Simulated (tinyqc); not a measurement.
Inside a calculation. Method: Ewald sum of point charges, caesium chloride, strained along z by a factor 0.89, lattice. Computed by tinyqc, a small Python program that keeps every step. Command: `OMP_NUM_THREADS=1 python tinyqc.py 25526 25527 out.jsonl` (the two numbers bound the seeds that draw the settings). One thread of a shared host (Intel(R) Xeon(R) Processor @ 2.60GHz), about 0.03 s of CPU time with the checks.

## Ewald sum with eta = 0.245 1/bohr

cell vectors (rows) (bohr):
```
[[12.630000, 0.000000, 0.000000],
 [0.000000, 12.630000, 0.000000],
 [0.000000, 0.000000, 11.241000]]
```

Charges:
```
q                f1        f2        f3
2.000000   0.000000  0.000000  0.000000
-2.000000  0.500000  0.500000  0.500000
```

Real space: 1/2 sum q_i q_j erfc(eta r)/r over all images with r > 0; reciprocal space: (2 pi/V) sum_(G != 0) exp(-G^2/4 eta^2)/G^2 |S(G)|^2 with S(G) = sum q exp(i G.r); self term -eta/sqrt(pi) sum q^2; background -pi Q^2/(2 V eta^2), Q the total charge.

Real-space shells (first ones):
```
r (bohr)   pairs  sum (hartree)
10.552178     16      -0.000776
11.241000      4       0.000070
12.630000      8       0.000015
16.907897     16       8.85e-09
17.861517      8       5.43e-10
19.080583     16      -6.40e-11
20.745657     32              0
21.104357     16              0
22.482000      4              0
```

Reciprocal shells (first ones that count):
```
G^2 (1/bohr^2)  vectors  sum (hartree)
0.247487              4       0.323250
0.312428              2       0.097689
0.807403              8       0.019242
1.237437              8       0.002094
1.302377              8       0.001518
1.497199              8       0.000587
2.227386              4       0.000009
2.292327              8       0.000014
2.487149             16       0.000011
2.787302             16       2.92e-06
2.811851              2       3.27e-07
3.217336              8       2.11e-07
```

## The total does not depend on eta

The same sums for other eta.

Totals (hartree per cell):
```
eta            real  reciprocal       self  background        total
0.245000  -0.000691    0.444418  -1.105812    0.000000  -0.66208439
0.426000  -6.14e-10    1.260674  -1.922758    0.000000  -0.66208439
0.497000          0    1.581133  -2.243218    0.000000  -0.66208439
```

shortest distance = 10.552178 bohr

Madelung constant -E d / (formula units |q+ q-|) = 1.746608
